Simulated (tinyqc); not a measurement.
Extrapolating accelerated tests: lateral field, substrate current, probability of reaching the oxide barrier and hot-carrier lifetime of a silicon transistor (pseudo-two-dimensional and lucky-electron models). Computed by tinyqc, a small Python program. Command: `OMP_NUM_THREADS=1 python tinyqc.py 3000228 3000229 out.jsonl hotcar walk`. One thread of a shared host (Intel(R) Xeon(R) Processor @ 2.30GHz), about 0.01 s of CPU time with the checks.

Local-field models: a lucky carrier gains its energy at the peak field over a path free of collisions. Voltages are magnitudes.

Inputs (values chosen for the exercise, modelled on a silicon n-channel): channel length L = 820 nm; oxide thickness t = 17 nm; junction depth x_j = 180 nm; mobility mu = 320 cm^2/(V s); saturation velocity v_s = 0.84 1e7 cm/s; threshold voltage V_T = 0.76 V; gate voltage V_G = 2.5 V; drain voltage V_D = 3.8 V; ionisation prefactor A_i = 2.2e+06 1/cm; ionisation field B_i = 1.77 MV/cm; hot-carrier mean free path lambda = 8.1 nm; oxide barrier phi_b = 3.1 eV; interface-trap threshold phi_it = 3.6 eV; lifetime constant H = 30 s microampere/micrometre.

Drain: abrupt.

Constants: eps_0 = 8.8541878128e-12 F/m.

Method:
- C_ox = 3.9 eps_0/t; F_sat = 2 v_s/mu; V_Dsat = V_ov F_sat L/(V_ov + F_sat L), V_ov = V_G - V_T; I_D/W = C_ox v_s (V_ov - V_Dsat).
- Scale length l = 0.22 t^(1/3) x_j^(1/2) (all in cm); F_m = sqrt(((V_D - V_Dsat)/l_e)^2 + F_sat^2), with l_e = l; length of the velocity-saturated region l_e ln((V_D - V_Dsat)/(l_e F_sat) + F_m/F_sat).
- Substrate current I_sub/I_D = (A_i/B_i)(V_D - V_Dsat) exp(-B_i/F_m); probability of reaching the oxide barrier exp(-phi_b/(e lambda F_m)); lifetime tau = (H/(I_D/W)) exp(phi_it/(e lambda F_m)).
- V_10 solves tau = 3.156e8 s at the given V_G. The extrapolation fits ln(tau) against 1/V_D at 1, 1.08, 1.16 and 1.25 times the given V_D (rounded to 3 digits) by least squares and reads off the same tau.

V_Dsat = 1.23916 V

Stress points:
```
V_D (V)  1/V_D (1/V)     tau (s)
3.80         0.26316  5.3832e+07
4.10         0.24390  8.1099e+06
4.41         0.22676  1.6369e+06
4.75         0.21053  3.8597e+05
```

ten-year drain voltage V_10 = 3.5683 V

V_10 from the 1/V_D extrapolation = 3.5407 V

The extrapolation is 28 mV below the true value: ln(tau) is nearly linear in 1/(V_D - V_Dsat), not in 1/V_D, so the straight line errs on the safe side when one extrapolates down. At V_10 the available energy e V_D is below phi_it, so the model understates the lifetime there.

Extremes, crossings and ranges named in words are read from the listed rows.
